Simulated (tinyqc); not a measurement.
Sheet resistance and Hall data of a diffused or implanted layer: one step, computed by the program tinyqc.

Carriers are taken equal to the net active doping down to the junction (full ionisation, which deep dopants in wide-gap hosts do not reach; no spill-over, no depletion), and the Hall factor is 1.

Problem. Profile. N(x) = N_0 erfc(x/l), dose N_0 l/sqrt(pi), junction x_j = l erfc^-1(N_B/N_0). Mobility mu = mu_min + (mu_max - mu_min)/(1 + (N_t/N_ref)^alpha), N_t = active doping + N_B; carriers n = active doping - N_B, all dopants active. sigma = e n mu.

Inputs (values chosen for the exercise, modelled on silicon in GaN):

| quantity | value | unit |
|---|---|---|
| mu_min | 56.2 | cm^2/(V s) |
| mu_max | 975 | cm^2/(V s) |
| N_ref | 1.8e+17 | 1/cm^3 |
| exponent alpha | 1 | - |
| peak concentration N_0 | 6.8e+18 | 1/cm^3 |
| length scale l | 33 | nm |
| background doping N_B (opposite type) | 3.4e+15 | 1/cm^3 |

Profile: complementary error function. Activation: complete.

Constants: e = 1.602176634e-19 C.

Give: Depth, doping, carriers, mobility and conductivity at 2, 10, 20, 35, 50, 65, 80, 90 and 98 % of the layer.

Solution.

Depth, doping, carriers, mobility and conductivity at 2, 10, 20, 35, 50, 65, 80, 90 and 98 % of the layer:

| x (nm) | N (1/cm^3) | n (1/cm^3) | mu (cm^2/(V s)) | sigma (S/cm) |
|---|---|---|---|---|
| 1.624 | 6.4226e+18 | 6.4192e+18 | 81.24 | 8.3548e+01 |
| 8.122 | 4.9489e+18 | 4.9455e+18 | 88.42 | 7.0064e+01 |
| 16.244 | 3.3071e+18 | 3.3037e+18 | 103.58 | 5.4826e+01 |
| 28.428 | 1.5172e+18 | 1.5138e+18 | 153.45 | 3.7218e+01 |
| 40.611 | 5.5619e+17 | 5.5279e+17 | 279.82 | 2.4782e+01 |
| 52.794 | 1.6094e+17 | 1.5754e+17 | 536.50 | 1.3541e+01 |
| 64.977 | 3.6443e+16 | 3.3043e+16 | 808.48 | 4.2802e+00 |
| 73.100 | 1.1779e+16 | 8.3788e+15 | 903.55 | 1.2129e+00 |
| 79.597 | 4.3990e+15 | 9.9903e+14 | 936.84 | 1.4995e-01 |

The mobility varies by a factor 11.5 across these points and the conductivity by 557.
